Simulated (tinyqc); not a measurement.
Elastic trap-assisted tunnelling through a dielectric: one step of the calculation.

Emitter at x = 0 (Fermi level 0), collector at x = t (Fermi level -V), band edge U(x) = phi - F x, F = V/t. A trap at x has the energy E = U(x) - Et. With G(u) = (4/(3 F)) sqrt(mo/C) max(u, 0)^1.5, C = hbar^2/(2 m0): S1 = G(phi - E) - G(Et), S2 = G(Et) - G(phi - V - E), T1,2 = exp(-S1,2). The steady rate through one trap is nu T1 T2 (f1 - f2)/(T1 + T2), f1 = f(E), f2 = f(E + V), f(y) = 1/(1 + exp(y/Vt)); both contacts offer states at E.

Problem. The best-placed trap against direct tunnelling. At x = xs: E, S1, S2 and the occupation (T1 f1 + T2 f2)/(T1 + T2). Direct tunnelling at E = 0 has S = (4/(3 F)) sqrt(mo/C) [phi^1.5 - max(phi - V, 0)^1.5].

Values chosen for this exercise; dielectric values close to those of silicon dioxide: temperature T = 300 K; barrier above the emitter Fermi level phi = 3.08 eV; tunnelling mass mo = 0.49 m0; thickness t = 4.8 nm; trap depth below the band edge of the dielectric Et = 2.62 eV; attempt frequency nu = 1e13 1/s; voltage V = 1.66 V.

Constants: q = 1.602176634e-19 C, kB = 1.380649e-23 J/K, hbar = 1.054571817e-34 J s, m0 = 9.1093837015e-31 kg, Vt = kB T/q, hbar^2/(2 m0) = 0.0380998212 eV nm^2. Results are converted to the units shown.

xs = 2.19 nm

Find: E; S1; S2; occupation; S of direct tunnelling.

Solution.

E = -0.29738 eV
S1 = 27.182
S2 = 27.518
occupation = 0.58310
S of direct tunnelling = 51.341

Range of the model: Phonon-assisted (inelastic) capture, chains of traps and a spread of trap depths are left out.

Program tinyqc, `OMP_NUM_THREADS=1 python tinyqc.py 2370141 2370142 out.jsonl`; Intel Xeon 2.30GHz, shared host, one thread, about 0.04 s.
